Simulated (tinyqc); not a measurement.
Inside a calculation. Method: Hubbard ring of 4 sites. Computed by tinyqc, a small Python program that keeps every step. Settings: hopping = 1.01, U = 1.7, mixing = 1, iteration cap = 72. Command: `OMP_NUM_THREADS=1 python tinyqc.py 25427 25428 out.jsonl` (the two numbers bound the seeds that draw the settings). One thread of a shared host (Intel(R) Xeon(R) Processor @ 2.60GHz), about 0.2 s of CPU time with the checks.

one-body matrix (hopping and site energies) (eV), order 1, 2, 3, 4:
```
[[0.000000, -1.010000, 0.000000, -1.010000],
 [-1.010000, 0.000000, -1.010000, 0.000000],
 [0.000000, -1.010000, 0.000000, -1.010000],
 [-1.010000, 0.000000, -1.010000, 0.000000]]
```

U = 1.700000 eV

electrons, up and down: [2, 2]

n(up) at the start (a guess, not normalised): [0.500000, 0.500000, 0.500000, 0.500000]

n(down) at the start (a guess): [0.500000, 0.500000, 0.500000, 0.500000]

Each step fills the lowest levels of T + U n(other spin) and sets n(new) = n + mixing (n(out) - n); stop when output and input agree to 1e-8.

Course of the cycle:
```
iteration       E (eV)  largest |n(out) - n(in)|  mean |n_up - n_down|
1          -2.08898390                  1.92e-01              0.000000
2          -1.71669455                  4.82e-01              0.000000
3          -1.57452225                  5.99e-01              0.000000
4          -1.54369420                  6.22e-01              0.000000
5          -1.53768986                  6.27e-01              0.000000
6          -1.53654293                  6.27e-01              0.000000
7          -1.53632464                  6.28e-01              0.000000
8          -1.53628313                  6.28e-01              0.000000
9          -1.53627524                  6.28e-01              0.000000
10         -1.53627373                  6.28e-01              0.000000
11         -1.53627345                  6.28e-01              0.000000
...                ...                       ...                   ...
62         -1.53627338                  6.28e-01              0.000000
63         -1.53627338                  6.28e-01              0.000000
64         -1.53627338                  6.28e-01              0.000000
65         -1.53627338                  6.28e-01              0.000000
66         -1.53627338                  6.28e-01              0.000000
67         -1.53627338                  6.28e-01              0.000000
68         -1.53627338                  6.28e-01              0.000000
69         -1.53627338                  6.28e-01              0.000000
70         -1.53627338                  6.28e-01              0.000000
71         -1.53627338                  6.28e-01              0.000000
72         -1.53627338                  6.28e-01              0.000000
```

Can the last value be used, and what does the course show?

Not by the stop rule, although the second column moves by less than 1e-07 over the last three steps. Not converged within 72 iterations: the residual has stopped falling. The lowest mean-field energy found from random starts is -2.87583 eV. Reruns (cap 100 unless said): mixing 0.2: not converged; mixing 0.5: not converged; mixing 0.9: not converged; the original settings with a cap of 400: not converged.
